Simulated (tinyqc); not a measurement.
Ferroelectric switching by domains, Kolmogorov-Avrami-Ishibashi kinetics with Merz's law: two steps of the calculation.

A film poled to -Ps gets a pulse V of length t. Field E = V/d, characteristic time tau = t0 exp(Ea/E). The switched share is f = 1 - exp(-(t/tau)^m). P = Ps (2 f - 1).

Values chosen for this exercise: switchable polarisation Ps = 9 uC/cm^2; time prefactor t0 = 0.23 ns; activation field Ea = 4600 kV/cm; film thickness d = 8 nm; Avrami exponent m = 2; pulse voltage V = 0.68 V; pulse length tp = 66 ns.

Problem 1. Field and characteristic time. E = V/d, tau = t0 exp(Ea/E).

Give: E; tau.

Solution 1.

E = 850.00 kV/cm
tau = 51.526 ns

Problem 2. State after the pulse, peak of the switching current. f = 1 - exp(-(tp/tau)^m); the current density 2 Ps df/dt peaks at t = tau ((m - 1)/m)^(1/m) (at t = 0 for m = 1); half of the film has switched at tau (ln 2)^(1/m).

tau = 51.526113 ns

Wanted: f; P after the pulse; time of the peak; peak current density; half-switching time.

Solution 2.

f = 0.80616
P after the pulse = 5.5109 uC/cm^2
time of the peak = 36.434 ns
peak current density = 299.65 A/cm^2
half-switching time = 42.898 ns

Numbers from tinyqc (`OMP_NUM_THREADS=1 python tinyqc.py 2860135 2860136 out.jsonl`; about 0.01 s on one thread of a shared Intel Xeon 2.30GHz).
